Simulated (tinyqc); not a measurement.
p-i-n junction, non-linear Poisson equation by Newton steps: one step of the calculation.

One dimension, p side on the left, n side on the right; net doping C = -Na for x < 0, 0 for 0 < x < Li and +Nd beyond. The potential psi is counted from the intrinsic level, and the quasi-Fermi potentials are flat: 0 for holes and -V for electrons, so n = ni exp((psi + V)/Vt) and p = ni exp(-psi/Vt) (Boltzmann statistics, full ionisation, no current).

Problem. Newton step. Solve the tridiagonal system a_(i-1) d_(i-1) + b_i d_i + a_i d_(i+1) = -F_i for nodes 1 to 13, with d = 0 on fixed nodes. If the largest |d| exceeds 4 Vt, the whole step is scaled down so that it equals 4 Vt.

Inputs (values chosen for the exercise): temperature T = 300 K.

Constants: q = 1.602176634e-19 C, kB = 1.380649e-23 J/K, Vt = kB T/q. Results are converted to the units shown.

coupling a_i, interval 0 to 13 (F/cm^2): 1.6994328e-7  2.0301510e-7  2.4791726e-7  3.0018472e-7  3.6332702e-7  3.1081072e-7  2.6473577e-7  2.2513854e-7  1.9512006e-7  1.6463255e-7  1.4238491e-7  1.1973277e-7  1.0329886e-7  8.7804029e-8

```
node  diagonal b (F/cm^2)  residual F (C/cm^2)
1           -9.3409263e-7        -4.9971586e-8
2           -6.0190253e-7        -4.6139037e-8
3           -5.7954711e-7        -3.9476193e-8
4           -6.6902741e-7        -3.2973554e-8
5           -6.7525101e-7        1.7315017e-11
6           -5.7575217e-7        3.7200764e-12
7           -4.8990194e-7        1.0141851e-12
8           -4.2026114e-7        3.0989998e-13
9           -3.5975344e-7        6.5236211e-14
10          -3.0704307e-7         2.7456874e-8
11          -2.6300219e-7         3.2211492e-8
12          -2.4642979e-7         3.7247626e-8
13          -4.9161075e-7         3.7981458e-8
```

psi after iteration 1, node 0 to 14 (V): -0.41072836  -0.37240874  -0.34332271  -0.30783142  -0.26777306  -0.22689090  -0.17913795  -0.12308005  -0.05716139  0.01889987  0.10904702  0.19648704  0.27704057  0.33901203  0.38610024

Find: Newton step d, before damping; psi after iteration 2.

Solution.

Newton step d, before damping, node 1 to 13 (V): -0.1079  -0.2504  -0.3335  -0.3056  -0.1964  -0.0695  0.0794  0.2545  0.4565  0.6959  0.7801  0.6169  0.2069
psi after iteration 2, node 0 to 14 (V): -0.4107  -0.3867  -0.3765  -0.3520  -0.3083  -0.2529  -0.1884  -0.1126  -0.0234  0.0794  0.2013  0.2999  0.3588  0.3664  0.3861

Program tinyqc, `OMP_NUM_THREADS=1 python tinyqc.py 2000069 2000070 out.jsonl`; Intel Xeon 2.30GHz, shared host, one thread, about 0.04 s.
